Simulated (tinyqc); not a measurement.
Schottky diode by thermionic emission with image-force lowering and series resistance: one step of the calculation.

Metal on an n-type semiconductor with one parabolic valley; V > 0 is forward bias (metal positive). I = I0 [exp(Vj/(n Vt)) - 1] with Vj = V - I Rs; I0 = S A* T^2 exp(-(phi - dphi)/Vt), the lowering dphi taken at zero bias.

Question. Current and small-signal resistance. I = I0 [exp(Vj/(n Vt)) - 1], dV/dI = Rs + n Vt/(I + I0).

Inputs (values chosen for the exercise); band and dielectric values close to those of In0.53Ga0.47As: temperature T = 250 K; ideality factor n = 1.1; series resistance Rs = 1 ohm.

Constants: q = 1.602176634e-19 C, kB = 1.380649e-23 J/K, Vt = kB T/q. Results are converted to the units shown.

I0 = 6.0247977e-6 A
converged Vj = 0.24486742 V

Find: I; drop over Rs; dV/dI.

Answer.

I = 185.1 mA
drop over Rs = 0.1851 V
dV/dI = 1.128 ohm

Numbers from tinyqc (`OMP_NUM_THREADS=1 python tinyqc.py 2640110 2640111 out.jsonl`; about 0.01 s on one thread of a shared Intel Xeon 2.30GHz).
